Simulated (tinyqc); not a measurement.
Plane-wave Kohn-Sham cycle with exchange-only LDA in a layered model solid, step by step. One step of it, computed by the program tinyqc.

Task: Iteration 2: Hamiltonian at one k. H(m,m') = (k + G_m)^2/2 delta + V(G_m - G_m'), with V(-G) = V(G).

A solid whose potential varies along x alone (atomic units):
```
parameter                      value
period a                   17.900000
cross-section of the cell  38.000000
electrons per cell                 4
grid points                       16
plane waves -n..n, n               3
k points                           3
V1 in V1 cos(2 pi x/a)     -0.490000
V2 in V2 cos(4 pi x/a)     -0.200000
```

V(G_m), m = 0, 1, 2, ... (hartree): [-0.177461, -0.202589, -0.096904, 0.000033, 0.000267, 0.000232, 0.000057]

k = 0.000000 2 pi / a

Give: H.

Result:

H (hartree), order -3, -2, -1, +0, +1, +2, +3:
```
[[0.3770, -0.2026, -0.0969, 0.0000, 0.0003, 0.0002, 0.0001],
 [-0.2026, 0.0690, -0.2026, -0.0969, 0.0000, 0.0003, 0.0002],
 [-0.0969, -0.2026, -0.1159, -0.2026, -0.0969, 0.0000, 0.0003],
 [0.0000, -0.0969, -0.2026, -0.1775, -0.2026, -0.0969, 0.0000],
 [0.0003, 0.0000, -0.0969, -0.2026, -0.1159, -0.2026, -0.0969],
 [0.0002, 0.0003, 0.0000, -0.0969, -0.2026, 0.0690, -0.2026],
 [0.0001, 0.0002, 0.0003, 0.0000, -0.0969, -0.2026, 0.3770]]
```
